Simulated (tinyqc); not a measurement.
Minority-electron transport through the base of a bipolar transistor (Moll-Ross and Kroemer integrals): one step, computed by the program tinyqc. Command: `OMP_NUM_THREADS=1 python tinyqc.py 3022283 3022284 out.jsonl base walk`. One thread of a shared host (Intel(R) Xeon(R) Processor @ 2.30GHz), about 0.01 s of CPU time with the checks.

Low injection, one dimension, x from the emitter edge (0) to the collector edge (W), s = x/W. Recombination is treated as a small correction (valid for tau_B well below tau_n), computed from the stored charge.

Problem. Profile and built-in field. N(x) = N_0 (ratio)^(-s^2); n_i(x)^2 = n_i^2 exp(s dE_g/k_B T); D(x) = (k_B T/e) mu, mu = mu_min + (mu_max - mu_min)/(1 + (N/N_ref)^0.7). Field that drives electrons towards the collector, averaged over the base: (k_B T/e) ln[N_0 n_i(W)^2/(N(W) n_i^2)]/W.

Inputs (values chosen for the exercise, modelled on GaAs):
```
quantity                               value        unit
base doping at the emitter edge N_0  5.3e+18      1/cm^3
base width W                             260          nm
mu_min                                  1200  cm^2/(V s)
mu_max                                  6920  cm^2/(V s)
N_ref                                8.5e+16      1/cm^3
temperature T                            300           K
doping ratio N_0/N(W)                    3.9           -
gap narrowing across the base dE_g        22         meV
```

Base doping profile: Gaussian. Gap grading: linear. Exit of the base: infinite sink.

Constants: k_B = 8.617333262e-05 eV/K.

Give: Across the base; drift factor eta (potential drop in k_B T/e); mean built-in field.

Solution.

Across the base:
```
s    N (1/cm^3)  n_i(x)^2/n_i^2  D (cm^2/s)  y (s/cm^5)
0.0   5.300e+18           1.000       38.79   1.366e+17
0.2   5.019e+18           1.186       39.07   1.084e+17
0.4   4.263e+18           1.406       39.99   7.585e+16
0.6   3.247e+18           1.666       41.73   4.669e+16
0.8   2.218e+18           1.975       44.70   2.512e+16
1.0   1.359e+18           2.342       49.60   1.170e+16
```

drift factor eta (potential drop in k_B T/e) = 2.212

mean built-in field = 2.199 kV/cm
